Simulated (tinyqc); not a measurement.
Extended Hueckel theory, for H6, step by step. One step of it, computed by the program tinyqc.

Problem. Orbitals. Solve H C = S C e through S^(-1/2); fill by pairs from the bottom, a degenerate level sharing its electrons equally; each orbital has its largest coefficient positive (the first on a tie).

H (eV), order 1H 1s, 2H 1s, 3H 1s, 4H 1s, 5H 1s, 6H 1s:
$$\begin{pmatrix}
-13.600000 & -12.169368 & -3.088011 & -0.765724 & -0.118333 & -0.021629 \\
-12.169368 & -13.600000 & -9.956391 & -3.082969 & -0.560153 & -0.118333 \\
-3.088011 & -9.956391 & -13.600000 & -12.155725 & -3.082969 & -0.765724 \\
-0.765724 & -3.082969 & -12.155725 & -13.600000 & -9.956391 & -3.088011 \\
-0.118333 & -0.560153 & -3.082969 & -9.956391 & -13.600000 & -12.169368 \\
-0.021629 & -0.118333 & -0.765724 & -3.088011 & -12.169368 & -13.600000
\end{pmatrix}$$

overlap S, order 1H 1s, 2H 1s, 3H 1s, 4H 1s, 5H 1s, 6H 1s:
$$\begin{pmatrix}
1.000000 & 0.596538 & 0.151373 & 0.037535 & 0.005801 & 0.001060 \\
0.596538 & 1.000000 & 0.488058 & 0.151126 & 0.027458 & 0.005801 \\
0.151373 & 0.488058 & 1.000000 & 0.595869 & 0.151126 & 0.037535 \\
0.037535 & 0.151126 & 0.595869 & 1.000000 & 0.488058 & 0.151373 \\
0.005801 & 0.027458 & 0.151126 & 0.488058 & 1.000000 & 0.596538 \\
0.001060 & 0.005801 & 0.037535 & 0.151373 & 0.596538 & 1.000000
\end{pmatrix}$$

valence electrons = 6

Give: orbital energies; occupations; coefficients; sum of one-electron energies.

Solution.

orbital energies (eV): [-17.340, -16.299, -14.140, -7.295, 1.136, 13.834]

occupations: [2.000, 2.000, 2.000, 0.000, 0.000, 0.000]

coefficients, order 1H 1s, 2H 1s, 3H 1s, 4H 1s, 5H 1s, 6H 1s:
$$\begin{pmatrix}
0.188 & 0.368 & 0.480 & 0.661 & -0.736 & 0.495 \\
0.275 & 0.384 & 0.204 & -0.424 & 0.952 & -0.903 \\
0.337 & 0.137 & -0.434 & -0.589 & -0.367 & 1.207 \\
0.337 & -0.137 & -0.434 & 0.589 & -0.367 & -1.207 \\
0.275 & -0.384 & 0.204 & 0.424 & 0.952 & 0.903 \\
0.188 & -0.368 & 0.480 & -0.661 & -0.736 & -0.495
\end{pmatrix}$$

sum of one-electron energies = -95.558 eV
